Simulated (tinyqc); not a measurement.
Length of a molecular wire: coherent transport through a tight-binding bridge. Computed by the program tinyqc. Command: `OMP_NUM_THREADS=1 python tinyqc.py 115547 115548 out.jsonl`; one thread of a shared host (Intel(R) Xeon(R) Processor @ 2.60GHz), about 1 s.

A uniform bridge between two chains:
```
parameter                        value
site energy (eV)              1.950000
hopping in the bridge (eV)    1.420000
lead hopping (eV)             2.940000
couplings (eV)              1.07, 1.12
E (eV)                        0.010000
```

T = Gamma_L Gamma_R |G_1n|^2 with the self-energies of semi-infinite chains.

Transmission against length:
```
sites           T     ln T
2      2.6714e-01  -1.3200
3      9.8425e-01  -0.0159
4      2.3203e-01  -1.4609
5      1.5157e-01  -1.8867
6      3.3353e-01  -1.0980
7      8.3956e-01  -0.1749
8      1.9875e-01  -1.6157
9      1.5808e-01  -1.8447
10     4.3240e-01  -0.8384
```

E lies inside the band of the bridge (|E - e|/2h = 0.683 < 1): T does not decay but oscillates with length, between 0.152 and 0.984 here, as levels of the bridge pass E.
